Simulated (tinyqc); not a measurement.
Inside a calculation. Model: MOS inversion layer, Poisson-Schroedinger loop.

Computed by the program tinyqc: `OMP_NUM_THREADS=1 python tinyqc.py 2160021 2160022 out.jsonl`, one thread of a shared Intel Xeon 2.30GHz, about 0.8 s for the whole run. Printed values are rounded.

Electrons confined at an insulator interface at z = 0, treated as a hard wall; parabolic valleys, Hartree approximation, no image or exchange terms. The depletion charge lies far deeper than the electrons and gives a uniform field q Nd/(eps0 eps_r); the gate balances all charge. Energies are counted from the band edge at the interface.

Parameters, values chosen for the exercise; masses and permittivity close to those of silicon (100):
```
symbol   value   unit                                     meaning
T          300      K                                 temperature
eps_r     11.7                              relative permittivity
mz1      0.921     m0  mass along z of valley set A (2 valley(s))
md1      0.193     m0    in-plane density-of-states mass of set A
mz2      0.193     m0  mass along z of valley set B (4 valley(s))
md2      0.415     m0    in-plane density-of-states mass of set B
Ns      6.4e11  cm^-2                  sheet density of electrons
Nd      8.1e11  cm^-2           sheet density of depletion charge
dE           0     eV               extra shift of set B (strain)
hz        0.95     nm                                   mesh step
a          0.7                                      mixing factor
```

Constants: q = 1.602176634e-19 C, kB = 1.380649e-23 J/K, hbar = 1.054571817e-34 J s, m0 = 9.1093837015e-31 kg, Vt = kB T/q, eps0 = 8.8541878128e-14 F/cm where lengths are in cm, hbar^2/(2 m0) = 0.0380998212 eV nm^2. Results are converted to the units shown.

## Fixed part of the potential

z, node 1 to 18 (nm): 0.95  1.9  2.85  3.8  4.75  5.7  6.65  7.6  8.55  9.5  10.45  11.4  12.35  13.3  14.25  15.2  16.15  17.1

V0 = q Nd z/(eps0 eps_r) in eV.

fixed potential V0, node 1 to 18 (eV): 0.011901  0.023802  0.035703  0.047604  0.059505  0.071406  0.083307  0.095208  0.107109  0.119010  0.130911  0.142812  0.154713  0.166614  0.178515  0.190416  0.202317  0.214218

## Round 1: levels and probability densities

self-consistent potential U at the start, node 1 to 18 (eV): 0  0  0  0  0  0  0  0  0  0  0  0  0  0  0  0  0  0

Tridiagonal Hamiltonian with psi = 0 one step beyond both ends: H_ii = C (1/m_(i-1/2) + 1/m_(i+1/2))/hz^2 + V0_i + U_i (+ dE for the set B), H_(i,i+1) = -C/(m_(i+1/2) hz^2), C = hbar^2/(2 m0). The lowest 2 level(s) of each valley set are kept, normalised to hz sum |psi|^2 = 1. The mass is the same on all intervals.

levels (eV): A1 0.042926, A2 0.074011, B1 0.073022, B2 0.127112

```
node	|psi|^2 of A1 (1/nm)	|psi|^2 of A2 (1/nm)	|psi|^2 of B1 (1/nm)	|psi|^2 of B2 (1/nm)
1	0.229290	0.195020	0.054050	0.051636
2	0.401422	0.081127	0.160007	0.112080
3	0.274553	0.033838	0.228027	0.080776
4	0.110098	0.248994	0.224263	0.013195
5	0.030105	0.277267	0.171875	0.009260
6	0.006078	0.150147	0.108883	0.077053
7	0.000952	0.051254	0.059016	0.150734
8	0.000120	0.012368	0.027994	0.177372
9	0.000012	0.002252	0.011809	0.154164
10	0.000001	0.000323	0.004483	0.107725
11	0.000000	0.000038	0.001546	0.063320
12	0.000000	0.000004	0.000488	0.032194
13	0.000000	0.000000	0.000142	0.014423
14	0.000000	0.000000	0.000038	0.005764
15	0.000000	0.000000	0.000010	0.002066
16	0.000000	0.000000	0.000002	0.000659
17	0.000000	0.000000	0.000000	0.000178
18	0.000000	0.000000	0.000000	0.000031
```

## Round 1: Fermi level and occupations

Level k holds N_k = D_k Vt ln(1 + exp((EF - E_k)/Vt)) with D = 2 md1 m0 q/(pi hbar^2) for the set A, D = 4 md2 m0 q/(pi hbar^2) for the set B per eV (spin included); EF is fixed by sum N_k = Ns.

EF = -0.0318354 eV
N_k (cm^-2): A1 2.25045e11, A2 6.89032e10, B1 3.07784e11, B2 3.82683e10

## Round 1: density, output potential and mixing

n_i = sum_k N_k |psi_k|^2 (converted to cm^-3). Hartree part by Gauss: on the interval before node i the electrons still beyond are S_i = Ns - hz sum_(j<i) n_j, and U_i = U_(i-1) + q S_i hz/(eps0 eps_r) in eV, U_0 = 0 at the interface. Mixing: U(new) = U + a (U(out) - U).

```
node	n (1e18 cm^-3)	U(out) (eV)	U after round 1 (eV)
1	0.83649	0.0094033	0.0065823
2	1.49464	0.0176390	0.0123473
3	1.37392	0.0237885	0.0166519
4	1.11463	0.0280202	0.0196142
5	0.79134	0.0306962	0.0214873
6	0.48175	0.0322676	0.0225873
7	0.27678	0.0331666	0.0232166
8	0.16283	0.0336792	0.0235754
9	0.09692	0.0339646	0.0237752
10	0.05525	0.0341147	0.0238803
11	0.02902	0.0341876	0.0239313
12	0.01382	0.0342201	0.0239541
13	0.00596	0.0342333	0.0239633
14	0.00232	0.0342382	0.0239667
15	0.00082	0.0342398	0.0239678
16	0.00026	0.0342402	0.0239682
17	0.00007	0.0342404	0.0239683
18	0.00001	0.0342404	0.0239683
```

## Course of the self-consistent loop

Start from U = 0. Stop when the largest |U(out) - U| is below 1e-7 eV, or after 120 rounds.

Course of the iteration:
```
round	level A1 (eV)	EF (eV)	largest |U(out) - U| (eV)
1	0.0429259	-0.0318354	0.0342
2	0.0557048	-0.0156941	7.07e-3
3	0.0589755	-0.0118408	1.67e-3
4	0.0598743	-0.0108390	4.40e-4
5	0.0601286	-0.0105666	1.23e-4
6	0.0602017	-0.0104903	3.49e-5
7	0.0602230	-0.0104684	1.00e-5
8	0.0602292	-0.0104621	2.91e-6
9	0.0602310	-0.0104603	8.48e-7
10	0.0602315	-0.0104597	2.49e-7
11	0.0602317	-0.0104596	7.35e-8
```

Converged in 11 rounds. Towards the end the residual shrinks by a factor of about 0.29 a round.

## Converged levels, occupations and centroid

converged U, node 1 to 18 (eV): 0.0094032  0.0171192  0.0224407  0.0258624  0.0278906  0.0290306  0.0296699  0.0300298  0.0302267  0.0303280  0.0303760  0.0303969  0.0304052  0.0304081  0.0304091  0.0304094  0.0304095  0.0304095

Solve for the levels with V0 + U, find EF, n_i = sum_k N_k |psi_k|^2 (in cm^-3); share of each level N_k/Ns; centroid sum n z/sum n.

levels (eV): A1 0.060232, A2 0.096993, B1 0.096666, B2 0.154057
EF = -0.0104596 eV
shares (%): A1 40.9738, A2 10.1228, B1 44.0819, B2 4.8215
n, node 1 to 18 (in units of 1e18 cm^-3): 1.20887  1.71540  1.36118  0.99835  0.63630  0.35872  0.20019  0.11678  0.06850  0.03813  0.01948  0.00903  0.00378  0.00144  0.00050  0.00015  0.00004  0.00001
centroid = 3.07223 nm

An 800-node mesh to 29 nm with 8 levels a set gives A1 = 0.06150 eV, EF = -0.01040 eV and a centroid of 3.330 nm; the levels kept above hold 94.4 % of the electrons there. The coarse centroid is 7.7 % below the fine one.

## Closed-form estimates

Triangular well: E_k = a_k (C F^2/mz)^(1/3), a_1 = 2.338107, a_2 = 4.087949, C = hbar^2/(2 m0), F in eV/nm. Fang-Howard (all electrons in the lowest level of set A): b^3 = 6 (mz1/C) q (Nd + 11 Ns/32)/(eps0 eps_r), centroid 3/b, level C b^2/(4 mz1) + (3/b) q (Nd + 11 Ns/16)/(eps0 eps_r). Use F = q (Nd + Ns)/(eps0 eps_r), the surface field, and F = q (Nd + Ns/2)/(eps0 eps_r).

A1 with the surface field = 0.0643055 eV
A1 with Nd + Ns/2 = 0.0544572 eV
A2 with Nd + Ns/2 = 0.0952130 eV
b = 1.32201 1/nm
Fang-Howard centroid = 2.26928 nm
Fang-Howard level = 0.0619453 eV

Against the self-consistent A1 = 0.06150 eV on a fine mesh, the surface-field estimate is 4.6 % above it, the half-charge one 11 % below it and Fang-Howard 0.73 % above it. A1 holds 39.2 % of the electrons, and the Fang-Howard centroid is 32 % below the full one.
